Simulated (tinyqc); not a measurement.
Changing the film thickness t: Debye-Callaway model of lattice thermal conductivity. Computed by tinyqc, a small Python program. Command: `OMP_NUM_THREADS=1 python tinyqc.py 3007793 3007794 out.jsonl callaway sweep`. One thread of a shared host (Intel(R) Xeon(R) Processor @ 2.30GHz), about 0.04 s of CPU time with the checks.

Three acoustic branches with one velocity v, cut at omega_D = k_B Theta/hbar; x = hbar omega/(k_B T). v and Theta are separate inputs: Theta cuts off the heat-carrying modes, so C need not reach 3 k_B/V. gamma is an effective value that sets the umklapp rate. Heat flows along the film.

Inputs (values chosen for the exercise, modelled on gallium arsenide):

| quantity | value | unit |
|---|---|---|
| sound velocity v | 3590 | m/s |
| Debye temperature Theta | 350 | K |
| volume per atom V | 22.6 | angstrom^3 |
| mean atomic mass M | 72.3 | u |
| effective Grueneisen parameter gamma | 2.04 | - |
| umklapp exponent divisor b | 3 | - |
| mass variance Gamma | 8.9e-05 | - |
| specularity p | 0.4 | - |
| normal-process factor f_N | 2.3 | - |
| temperature T | 300 | K |

Sample: film. Point defects: isotopes. Normal processes: included.

Constants: k_B = 1.380649e-23 J/K; hbar = 1.054571817e-34 J s; u = 1.6605390666e-27 kg.

Method:
- Gamma is given directly by the isotope mixture. A = V Gamma/(4 pi v^3).
- Rates: point defects A omega^4; umklapp B omega^2 T exp(-Theta/(b T)) with B = hbar gamma^2/(M v^2 Theta); normal processes f_N B omega^2 T (T/Theta)^2. Film: the bulk time tau of each mode, from the resistive rates above, is multiplied by the Fuchs-Sondheimer factor F = (3/2) int_0^1 (1 - u^2) [1 - (1 - p) (u/d) (1 - E)/(1 - p E)] du, with E = exp(-d/u), d = t/(v tau), by 48 Gauss-Legendre points in z with u = z^4; the boundary rate is defined as 1/(F tau) - 1/tau.
- kappa_1 = c int tau_C g dx, g = x^4 e^x/(e^x - 1)^2, c = (k_B/(2 pi^2 v)) (k_B T/hbar)^3, over 0 < x < min(Theta/T, 40), by 96 Gauss-Legendre points in s with x = x_max s^2; 1/tau_C = 1/tau_R + 1/tau_N; kappa_2 = c [int (tau_C/tau_N) g dx]^2 / int (tau_C/(tau_N tau_R)) g dx; kappa = kappa_1 + kappa_2.
- Heat capacity C = 3 c int g dx / v^2; grey free path 3 kappa/(C v); the median free path v tau_C halves kappa_1 when the quadrature points are ordered by free path (each counted at half its weight, interpolated in the logarithm); likewise at 10 % and 90 %.

One run for each value:

| film thickness t (micrometre) | kappa (W/(m K)) | grey free path (nm) | median free path (nm) |
|---|---|---|---|
| 0.015 | 24.051 | 14.777 | 7.300 |
| 0.038 | 28.642 | 17.598 | 8.708 |
| 0.095 | 31.317 | 19.242 | 9.860 |
| 0.24 | 32.757 | 20.126 | 10.744 |
| 0.6 | 33.509 | 20.588 | 11.366 |
| 1.5 | 33.920 | 20.841 | 11.799 |
| 3.8 | 34.155 | 20.985 | 12.091 |
| 9.5 | 34.290 | 21.068 | 12.277 |
| 24 | 34.371 | 21.118 | 12.399 |
| 60 | 34.421 | 21.149 | 12.475 |

Over the rows, kappa (W/(m K)) rises from 24.1 to 34.4 (exponent d ln y / d ln x 0.19 between the first rows and 0.0016 between the last); grey free path (nm) rises from 14.8 to 21.1 (exponent d ln y / d ln x 0.19 between the first rows and 0.0016 between the last); median free path (nm) rises from 7.30 to 12.5 (exponent d ln y / d ln x 0.19 between the first rows and 0.0067 between the last). At the high end the exponent of kappa is 0.00, close to 0: the sample is bulk-like.
